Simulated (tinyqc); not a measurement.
Extrapolating accelerated tests: lateral field, substrate current, probability of reaching the oxide barrier and hot-carrier lifetime of a silicon transistor (pseudo-two-dimensional and lucky-electron models). Computed by tinyqc, a small Python program. Command: `OMP_NUM_THREADS=1 python tinyqc.py 3010220 3010221 out.jsonl hotcar walk`. One thread of a shared host (Intel(R) Xeon(R) Processor @ 2.30GHz), about 0.01 s of CPU time with the checks.

Local-field models: a lucky carrier gains its energy at the peak field over a path free of collisions. Voltages are magnitudes.

Inputs (values chosen for the exercise, modelled on a silicon n-channel): channel length L = 210 nm; oxide thickness t = 3.7 nm; junction depth x_j = 60 nm; mobility mu = 360 cm^2/(V s); saturation velocity v_s = 0.8 1e7 cm/s; threshold voltage V_T = 0.38 V; gate voltage V_G = 0.97 V; drain voltage V_D = 2.1 V; ionisation prefactor A_i = 2e+06 1/cm; ionisation field B_i = 1.65 MV/cm; hot-carrier mean free path lambda = 8.7 nm; oxide barrier phi_b = 3.1 eV; interface-trap threshold phi_it = 3.8 eV; lifetime constant H = 30 s microampere/micrometre; length of the depleted extension L_n = 14 nm.

Drain: lightly doped extension.

Constants: eps_0 = 8.8541878128e-12 F/m.

Method:
- C_ox = 3.9 eps_0/t; F_sat = 2 v_s/mu; V_Dsat = V_ov F_sat L/(V_ov + F_sat L), V_ov = V_G - V_T; I_D/W = C_ox v_s (V_ov - V_Dsat).
- Scale length l = 0.22 t^(1/3) x_j^(1/2) (all in cm); F_m = sqrt(((V_D - V_Dsat)/l_e)^2 + F_sat^2), with l_e = l + L_n; length of the velocity-saturated region l_e ln((V_D - V_Dsat)/(l_e F_sat) + F_m/F_sat).
- Substrate current I_sub/I_D = (A_i/B_i)(V_D - V_Dsat) exp(-B_i/F_m); probability of reaching the oxide barrier exp(-phi_b/(e lambda F_m)); lifetime tau = (H/(I_D/W)) exp(phi_it/(e lambda F_m)).
- V_10 solves tau = 3.156e8 s at the given V_G. The extrapolation fits ln(tau) against 1/V_D at 1, 1.08, 1.16 and 1.25 times the given V_D (rounded to 3 digits) by least squares and reads off the same tau.

V_Dsat = 0.361488 V

Stress points:
```
V_D (V)  1/V_D (1/V)  tau (s)
2.10         0.47619    87585
2.27         0.44053    27722
2.44         0.40984    10551
2.62         0.38168     4433
```

ten-year drain voltage V_10 = 1.4158 V

V_10 from the 1/V_D extrapolation = 1.3589 V

What follows from these numbers?

The extrapolation is 57 mV below the true value: ln(tau) is nearly linear in 1/(V_D - V_Dsat), not in 1/V_D, so the straight line errs on the safe side when one extrapolates down. At V_10 the available energy e V_D is below phi_it, so the model understates the lifetime there.

Extremes, crossings and ranges named in words are read from the listed rows.
